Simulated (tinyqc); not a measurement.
From results to parameters: minimal-basis H2. Computed by the program tinyqc with PySCF.

Problem. For two electrons in the two orbitals of minimal-basis H2, the CIS energies are e2 - e1 - J12 + 2 K12 and e2 - e1 - J12, and E_corr = D - sqrt(D^2 + K12^2) with 2D the energy of the double excitation. Find J12, K12, D, the MP2 energy and the weight of the double excitation.

orbital gap e2 - e1 = 1.08635417 hartree
CIS singlet and triplet energies (hartree): 0.820572  0.443658
FCI correlation energy = -0.02666361 hartree

Solution. Half the singlet-triplet splitting is K12, the gap less the triplet energy is J12, D = (E_corr^2 - K12^2)/(2 E_corr), MP2 is -K12^2/(2 gap), and the weight is c^2/(1 + c^2) with c = E_corr/K12.

J12, K12, D (hartree): 0.643  0.188  0.653
MP2 correlation energy = -0.01635 hartree
weight of the double excitation = 0.0196
